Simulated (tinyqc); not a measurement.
As the film thickens, and with more bath resistance: electroplating on a thin resistive seed layer: kinetics, Wagner number and the terminal effect across a wafer. Computed by tinyqc, a small Python program. Command: `OMP_NUM_THREADS=1 python tinyqc.py 3120879 3120880 out.jsonl terminal walk`. One thread of a shared host (Intel(R) Xeon(R) Processor @ 2.30GHz), about 0.02 s of CPU time with the checks.

Current enters the seed at the rim. The bath is treated as a local resistance per area (no lateral flow in the liquid), two electrons per ion, molar volume 7.11 cm^3/mol, Faraday constant F = e N_A, kinematic viscosity 0.01 cm^2/s, omega = 2 pi x rpm/60; k_B T/e is in volts.

Inputs (values chosen for the exercise, of the order of those for copper plating on a thin cobalt or ruthenium seed):

| quantity | value | unit |
|---|---|---|
| wafer radius R | 7.5 | cm |
| seed thickness t | 44 | nm |
| seed resistivity | 12 | microohm cm |
| bath conductivity kappa | 0.32 | S/cm |
| gap to the anode h | 9.5 | cm |
| extra resistance of a porous plate | 0 | ohm cm^2 |
| exchange current density i_0 | 0.074 | mA/cm^2 |
| cathodic transfer coefficient alpha | 0.46 | - |
| mean current density | 2.2 | mA/cm^2 |
| diffusivity of the metal ion | 4.8e-06 | cm^2/s |
| metal ion concentration | 0.72 | mol/L |
| rotation rate | 200 | rpm |
| temperature T | 298 | K |

Constants: e = 1.602176634e-19 C; N_A = 6.02214076e+23 1/mol; k_B = 8.617333262e-05 eV/K.

Method:
- Growth rate = i V_m/(2 F). Levich limit i_L = 0.62 x 2 F D^(2/3) omega^(1/2) nu^(-1/6) c. Tafel overpotential eta = (k_B T/(alpha e)) ln(i/i_0); kinetic resistance k_B T/(alpha e i); bath resistance h/kappa + plate; R_s = resistivity/t; Wagner number = kinetic resistance x kappa/R.
- Full model: seed potential phi(r) with (1/r)(r phi')' = R_s i, where i solves phi = R_b i + (k_B T/(alpha e)) ln(i/i_0) (phi being the driving voltage left at r); phi'(0) = 0 and phi'(R) = R_s i_mean R/2. Solved by collocation to a tolerance of 1e-7.
- The film is taken as uniform, with the seed resistivity; the last column adds 100 ohm cm^2 to R_b. Extra power of that plate = i^2 x 100 ohm cm^2 x area.

sheet resistance R_s = 2.72727 ohm/square

bath resistance R_b = 29.6875 ohm cm^2

Edge over centre:

| thickness (nm) | R_s (ohm/square) | as given | with 100 ohm cm^2 more |
|---|---|---|---|
| 44 | 2.7273 | 1.8159 | 1.2628 |
| 66 | 1.8182 | 1.5177 | 1.1717 |
| 88 | 1.3636 | 1.3783 | 1.1275 |
| 132 | 0.9091 | 1.2456 | 1.0842 |
| 220 | 0.5455 | 1.1441 | 1.0501 |
| 440 | 0.2727 | 1.0709 | 1.0249 |
| 880 | 0.1364 | 1.0351 | 1.0124 |

extra power = 0.085530 W

What follows from these numbers?

The ratio falls below 1.1 from 440 nm on as given, and from 132 nm on with the added resistance: what counts is R_s R^2 against the sum of kinetic and bath resistance.
